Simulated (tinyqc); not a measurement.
Worked calculation: MP2 on RHF in the 6-31g basis, for H2, spin multiplicity 1. One step of it, computed by the program tinyqc.

Problem. Orthogonalisation. S = U s U^T; canonical form X = U s^(-1/2), so that X^T S X = 1. Each column of U has its largest component positive (the first on a tie).

overlap S:
```
          1H 1s     1H 2s     2H 1s     2H 2s
1H 1s  1.000000  0.658292  0.450824  0.507291
1H 2s  0.658292  1.000000  0.507291  0.852290
2H 1s  0.450824  0.507291  1.000000  0.658292
2H 2s  0.507291  0.852290  0.658292  1.000000
```

Give: eigenvalues of S; X.

Solution.

eigenvalues of S: 0.0973  0.4688  0.5996  2.8343

X:
```
             1        2        3       4
1H 1s  -0.7186   0.7898   0.8661  0.2706
1H 2s   2.1505  -0.6654   0.2894  0.3212
2H 1s   0.7186   0.7898  -0.8661  0.2706
2H 2s  -2.1505  -0.6654  -0.2894  0.3212
```
